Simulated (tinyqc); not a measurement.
Esaki diode in forward bias, two-band WKB: two steps of the calculation.

Abrupt p-n junction, depletion approximation. Energies E are counted from the conduction-band edge of the neutral n side; its Fermi level lies at dn, that of the p side at dn - V, and the valence-band edge of the neutral p side at Em = dn + dp - V. Tunnelling needs 0 < E < Em. Two-band dispersion with equal masses m: inside the gap kappa = sqrt(m u (1 - u/Eg)/C), u the distance from a band edge, C = hbar^2/(2 m0).

Values chosen for this exercise; band and dielectric values those of a made-up semiconductor:
- T = 200 K (temperature)
- Eg = 0.648 eV (band gap)
- eps_r = 10.6 (relative permittivity)
- m = 0.05 m0 (band-edge mass of the two-band model)
- Na = 3.2e19 cm^-3 (acceptor density)
- Nd = 1.4e19 cm^-3 (donor density)
- V = 0.14 V (bias of the p side)
- nE = 13 (points of the energy grid)

Constants: q = 1.602176634e-19 C, kB = 1.380649e-23 J/K, hbar = 1.054571817e-34 J s, h = 6.62607015e-34 J s, m0 = 9.1093837015e-31 kg, Vt = kB T/q, eps0 = 8.8541878128e-14 F/cm where lengths are in cm, hbar^2/(2 m0) = 0.0380998212 eV nm^2. Results are converted to the units shown.

Question 1. Width, field and exponent. W = sqrt(2 eps0 eps_r (Vbi - V)(1/Na + 1/Nd)/q), mean field F = (Vbi - V)/W, peak field 2 F. In a uniform field F the exponent is S = pi sqrt(m/C) Eg^1.5/(4 F). Transverse energy Et = C kt^2/m raises it to S (1 + 4 Et/Eg), so T = exp(-S) exp(-Et/Eb) with Eb = Eg/(4 S). KJ = (2 q^2/h) m/(4 pi C) (times 1e14 for A/cm^2 per eV^2).

Vbi = 1.1718440 V

Give: W; mean field; S; exp(-S); Eb; tunnelling length Eg/F.

Answer 1.

W = 11.14 nm
mean field = 0.9261 MV/cm
S = 5.068
exp(-S) = 0.006298
Eb = 31.97 meV
tunnelling length Eg/F = 6.997 nm

Question 2. Current density on a coarse grid. J = KJ exp(-S) Eb times the integral from 0 to Em of [f(E - dn) - f(E - dn + V)] [1 - exp(-min(E, Em - E)/Eb)] dE, f(x) = 1/(1 + exp(x/Vt)), with S and Eb from the mean field; J > 0 flows from p to n. Simpson's rule on nE equally spaced points from 0 to Em.

dn = 0.45269782 eV
dp = 0.071146199 eV
S = 5.0675251
Eb = 31.968268 meV

Give: E; difference of the f; transverse factor; integral; KJ; J.

Answer 2.

```
point   E (eV)  difference of the f  transverse factor
0      0.00000              0.00000            0.00000
1      0.03199              0.00000            0.63234
2      0.06397              0.00000            0.86482
3      0.09596              0.00000            0.95030
4      0.12795              0.00002            0.98173
5      0.15994              0.00014            0.99328
6      0.19192              0.00090            0.99753
7      0.22391              0.00575            0.99328
8      0.25590              0.03570            0.98173
9      0.28788              0.19150            0.95030
10     0.31987              0.60211            0.86482
11     0.35186              0.90367            0.63234
12     0.38384              0.96607            0.00000
```

integral = 0.044254 eV
KJ = 8.0916e8 A/(cm^2 eV^2)
J = 7209.5 A/cm^2

Range of the model: Parabolic densities of states, no band tails and no gap narrowing, all of which matter at such doping.

Program tinyqc, `OMP_NUM_THREADS=1 python tinyqc.py 2620025 2620026 out.jsonl`; Intel Xeon 2.30GHz, shared host, one thread, about 0.01 s.
